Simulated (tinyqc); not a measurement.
Strain as a design knob: strained quantum well: band edges, subbands and transparency.

Growth on (001), barriers unstrained: tr(e) = e (2 - nu2), Z = b e (1 + nu2); Ec = Ev + Eg + ac tr(e), E_HH = Ev + av tr(e) + Z, E_LH = Ev + av tr(e) - Z (coupling to the split-off band left out).

Masses along z: me, 1/(g1 - 2 g2) for HH, 1/(g1 + 2 g2) for LH, likewise in the barrier; in the plane me, 1/(g1 + g2) for HH and 1/(g1 - g2) for LH (no mixing, which understates the hole masses away from k = 0). Level n solves k L + 2 atan[(k/m)/(kappa/mb)] = n pi, k = sqrt(m E/c), kappa = sqrt(mb (V - E)/c), c = hbar^2/2m0.

Transparency (Bernard-Duraffourg): Fc - Fv equals the lowest transition energy with n = p, n = sum m/(2 pi c) kB T ln(1 + exp((Fc - E)/kB T)) and p likewise over the listed subbands; c = hbar^2/2m0, 1/angstrom^2 = 1e16/cm^2.

Constants: hbar^2/2m0 = 3.80998211 eV angstrom^2; kB = 8.617333262e-05 eV/K; hc = 1239.841984 eV nm.

Values chosen for the exercise (near those of an InGaAs/InP well; not measured data): nu2 = 0.995 (2 C12/C11); Eg = 0.735 eV (unstrained gap of the well); Ev = -0.596 eV (its valence edge); ac = -6.08 eV; av = 1.08 eV (Ev moves by av tr(e)); b = -1.9 eV (shear potential); Egb = 1.35 eV (gap of the barrier); Evb = -0.94 eV (its valence edge); L = 94 angstrom (well width); me = 0.0434 m0 (electron mass); g1 = 13.75 (gamma1); g2 = 5.41 (gamma2); meb = 0.08 m0; g1b = 5.08; g2b = 1.6; T = 250 K (temperature); es = (-0.02, -0.014, -0.008, -0.003, 0, 0.003, 0.007, 0.012) (strains).

Only the strain is changed; the unstrained gap and the masses are kept.

Results:
```
e (%)  wavelength (nm)  top hole  hh1 - lh1 (meV)  n_tr (1e12/cm^2)  share in top
-2.0              1464       hh1              180             0.346          0.74
-1.4              1494       hh1              136             0.346          0.73
-0.8              1527       hh1               92             0.349          0.71
-0.3              1557       hh1               55             0.369          0.63
0.0               1575       hh1               33             0.404          0.51
0.3               1594       hh1               11             0.474          0.35
0.7               1660       lh1              -19             0.478          0.79
1.2               1787       lh1              -56             0.443          0.95
```

n_tr is largest at e = +0.7 % (0.48), where hh1 - lh1 = -19 meV and the top subband holds 79 % of the holes, and smallest, 0.35, at -2.0, -1.4 and -0.8 %. The top hole level turns from hh to lh, and the light from TE to TM, between +0.3 and +0.7 %. The wavelength runs from 1464 to 1787 nm.

tinyqc: `OMP_NUM_THREADS=1 python tinyqc.py 1282542 1282543 out.jsonl`; about 0.01 s, one thread, shared Intel(R) Xeon(R) Processor @ 2.30GHz.
